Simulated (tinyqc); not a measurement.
## Voltage drop against the pad pitch

A grid of 17 by 17 nodes with segments Rx (rows) and Ry (columns); every node draws I1 and the central node kh I1; pads with resistance Rp sit at the nodes whose row and column are multiples of the pitch, counting from 0. The drops u = Vdd - V follow from G u = i, with G the conductance matrix and i the load currents, solved directly.

Parameters, values chosen for the exercise:
- Vdd = 1 V (supply voltage)
- Rx = 0.25 ohm (resistance of a horizontal segment)
- Ry = 0.12 ohm (resistance of a vertical segment)
- Rp = 0.041 ohm (resistance from a pad node to the supply)
- kh = 8 (factor on the load at the hot node)
- I1 = 0.34 mA (load current of a node in the large grid)

Result of one run:
```
pitch (nodes)	pads	worst drop (mV)	mean drop (mV)	largest drop at a pad (mV)	largest pad current (mA)	worst drop over Vdd (%)
16	4	7.602	6.287	1.032	25.16	0.7602
```

What becomes of these results when the pad pitch is changed from 16 to 8 nodes, all else the same?

Result of the changed run:
```
pitch (nodes)	pads	worst drop (mV)	mean drop (mV)	largest drop at a pad (mV)	largest pad current (mA)	worst drop over Vdd (%)
8	9	1.957	1.652	0.7715	18.82	0.1957
```

The whole series:
```
pitch (nodes)	pads	worst drop (mV)	mean drop (mV)	largest drop at a pad (mV)	largest pad current (mA)	worst drop over Vdd (%)
1	289	0.06648	0.01428	0.06648	1.622	0.006648
2	81	0.1331	0.08746	0.1169	2.852	0.01331
4	25	0.5298	0.4019	0.2792	6.810	0.05298
8	9	1.957	1.652	0.7715	18.82	0.1957
16	4	7.602	6.287	1.032	25.16	0.7602
```

The worst drop goes from 0.0665 to 7.60 mV while the number of pads falls from 289 to 4; between the last two rows it goes as pitch^(1.96). The largest drop at a pad is 100 % of the worst drop in the first row and 13.6 % in the last; the rest falls along the wires.

Numbers from tinyqc (`OMP_NUM_THREADS=1 python tinyqc.py 2770231 2770232 out.jsonl`; about 0.1 s on one thread of a shared Intel Xeon 2.30GHz).
